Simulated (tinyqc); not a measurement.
Epitaxial growth on a vicinal surface: Burton-Cabrera-Frank step flow, step-edge barrier and island nucleation: one step, computed by the program tinyqc.

Adatoms land at rate F, hop on a square grid (a simplification for hexagonal faces), desorb, or join steps. Lengths are in units of a and n is the adatom coverage. Steps ascend at x = 0 and descend at x = l.

Problem. Terrace solution. D n'' - n/tau + F = 0 with n(0) = n_eq and -l_s n'(l) = n(l) - n_eq. With u = n - F tau, A = n_eq - F tau, y = l/x_s, s = l_s/x_s: u = A cosh(x/x_s) + B sinh(x/x_s), B = A (1 - cosh y - s sinh y)/(sinh y + s cosh y). Flux into the ascending step J+ = D B/x_s, over the descending one J- = -(D/x_s)(A sinh y + B cosh y); step velocity J+ + J-; growth rate (J+ + J-)/l. For small y: J+ + J- = (F - n_eq/tau) l, J-/J+ = l/(l + 2 l_s). The coverage peaks where n' = 0, tanh(x/x_s) = -B/A.

Inputs (values chosen for the exercise, close to those used for 4H-SiC(0001)): deposition rate F = 3 layers/s; temperature T = 1380 C; critical nucleus size i = 1.

D = 7045004 a^2/s

lifetime tau = 0.2191586 s

diffusion length x_s = 1242.567 a

equilibrium coverage n_eq = 8.696389e-06

terrace width l = 46.87360 a

Schwoebel length l_s = 0 a

Give: J+; J-; growth rate; peak coverage; position of the peak.

Solution.

J+ = 70.301 atoms per step site and s

J- = 70.301 atoms per step site and s

growth rate = 2.9996 layers/s

peak coverage = 1.2563e-04

position of the peak = 23.437 a

Caution: twice the distance from the ascending step to the coverage peak exceeds the expected island spacing [0.25 (F/D)^(i/(i+2)) exp(E_i/((i+2) k_B T))]^(-1/2) by 40 % or more, so islands nucleate and the step-flow values are formal.
